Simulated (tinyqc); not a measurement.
From isolated dopants to a band: overlap of hydrogenic dopants: pairs, impurity band and the Mott density.

Ry* = Ry m/eps^2, aB = a0 eps/m. For 1s orbitals a distance rho = R/aB apart, in Ry*: overlap S = exp(-rho)(1 + rho + rho^2/3), J = (2/rho)(1 - (1 + rho) exp(-2 rho)) (attraction to the other ion), Kx = 2 (1 + rho) exp(-rho) (exchange of one electron). One electron on a pair has E = -1 - (J +/- Kx)/(1 +/- S), without the repulsion 2/rho of the ions. Hopping after orthogonalisation: t = (Kx - S J)/(1 - S^2), half the splitting. Dopants on a lattice with z neighbours, n = (3 sqrt3/4)/R^3 (bcc), give a band of width B = 2 z t, as on any lattice of two interpenetrating sublattices. Valleys, central cells and disorder are left out.

Constants: Ry = 13.60569312 eV; a0 (Bohr radius) = 0.5291772105 angstrom.

Inputs chosen for the exercise (an isotropic mass and dielectric constant of the size used for donors in Si; shifted at random, so the results belong to these values and not to a real crystal):
- m = 0.303 m0 (mass)
- eps = 12 (dielectric constant)
- z = 8 (neighbours in the dopant lattice)
- u = 0.945 Ry* (cost of a second electron on one dopant)

The distance R/aB is varied; density from the lattice formula.

Against distance:

| R/aB | n (1/cm^3) | n^(1/3) aB | S | t (meV) | B (meV) | B/u |
|---|---|---|---|---|---|---|
| 10.0 | 1.41e+17 | 0.109 | 0.0020 | 0.0171 | 0.273 | 0.010 |
| 8.0 | 2.76e+17 | 0.136 | 0.0102 | 0.1001 | 1.601 | 0.059 |
| 6.0 | 6.53e+17 | 0.182 | 0.0471 | 0.5453 | 8.724 | 0.322 |
| 5.0 | 1.13e+18 | 0.218 | 0.0966 | 1.2205 | 19.528 | 0.722 |
| 4.5 | 1.55e+18 | 0.242 | 0.1361 | 1.8014 | 28.822 | 1.065 |
| 4.0 | 2.21e+18 | 0.273 | 0.1893 | 2.6332 | 42.132 | 1.557 |
| 3.5 | 3.29e+18 | 0.312 | 0.2592 | 3.8140 | 61.024 | 2.256 |
| 3.0 | 5.23e+18 | 0.364 | 0.3485 | 5.4830 | 87.729 | 3.243 |

Give the missing row, R/aB = 7.0.

Computed row:
```
R/aB  n (1/cm^3)  n^(1/3) aB       S  t (meV)  B (meV)    B/u
7.0     4.11e+17       0.156  0.0222   0.2363    3.781  0.140
```

critical densities (1/cm^3): B = u 1.47e+18, B = (2/sqrt3) u 1.66e+18, n^(1/3) aB = 0.26 1.91e+18

From R = 10 to 5 aB the density rises eightfold and the band widens by a factor 72, since t falls about as R exp(-R/aB). B passes u at 1.5e+18/cm^3, n^(1/3) aB = 0.238; the screening rule gives a density 1.30 times that. An ordered lattice overstates the ease of conduction, as random spacing localises the tails, and below R = 4 aB (S above 0.19) nearest-neighbour hopping alone is no longer enough.

(tinyqc, `OMP_NUM_THREADS=1 python tinyqc.py 1482178 1482179 out.jsonl`, Intel(R) Xeon(R) Processor @ 2.30GHz, 1 thread, shared host, about 0.01 s.)
